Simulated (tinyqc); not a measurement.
# Box-like doped layer, carriers, mobility and sheet resistance: effect of the temperature

An n-type layer from the surface x = 0 to the junction xj, N(x) = N0 for x < xb and N0 10^(-(x - xb)/Lt) beyond. Local neutrality (no depletion at surface or junction, no spilling of carriers), intrinsic carriers neglected, full ionisation of active dopants.

xj = xb + Lt log10(N0/Nb). Active dopant A = min(N, Ns); n = A - Nb; mobility mu = m1 + (m2 (T/300 K)^(-bt) - m1)/(1 + ((A + Nb)/Nr)^am). Dose = integral of N, carrier sheet density = integral of n, 1/Rs = q integral of n mu, mean mobility 1/(q Rs sheet density), Hall mobility (unit Hall factor) = integral of n mu^2 over integral of n mu, Hall sheet density = (integral of n mu)^2/integral of n mu^2; all from 0 to xj. Integrals on 4000 steps.

Parameters, values chosen for the exercise; values close to those of arsenic in silicon over a p-type background:
```
symbol,value,unit,meaning
Nb,1.8e14,cm^-3,background doping of the opposite type
N0,1.7e20,cm^-3,peak chemical concentration
m1,52.5,cm^2/(V s),mobility limit at high doping
m2,1390,cm^2/(V s),"mobility limit at low doping, at 300 K"
Nr,9.49e16,cm^-3,reference doping of the mobility law
am,0.698,,exponent of the mobility law
bt,1.9,,temperature exponent of m2
Ns,2.01e20,cm^-3,solubility limit of active dopant
xb,100,nm,depth of the flat top
Lt,27,nm/decade,abruptness of the tail
```

Constants: q = 1.602176634e-19 C. Results are converted to the units shown.

The same in every row: xj (nm) = 261.3; dose (cm^-2) = 1.899e15; carriers (cm^-2) = 1.899e15.

Effect of the temperature:

| T (K) | Rs (ohm/square) | mean mobility (cm^2/(V s)) | Rs xj (ohm nm) | Hall/true sheet density |
|---|---|---|---|---|
| 150 | 38.56 | 85.23 | 1.008e4 | 0.7472 |
| 200 | 46.09 | 71.31 | 1.204e4 | 0.8624 |
| 250 | 50.80 | 64.69 | 1.327e4 | 0.9247 |
| 300 | 53.85 | 61.02 | 1.407e4 | 0.9572 |
| 350 | 55.91 | 58.78 | 1.461e4 | 0.9745 |
| 400 | 57.36 | 57.29 | 1.499e4 | 0.9842 |

As T goes from 150 to 400, xj stays at 261 nm, Rs rises from 38.6 to 57.4 ohm/square, the mean mobility falls from 85.2 to 57.3 cm^2/(V s) and the share of the dose that conducts stays at 100 %.

Computed by the program tinyqc: `OMP_NUM_THREADS=1 python tinyqc.py 2110012 2110013 out.jsonl`, one thread of a shared Intel Xeon 2.30GHz, about 0.01 s for the whole run.
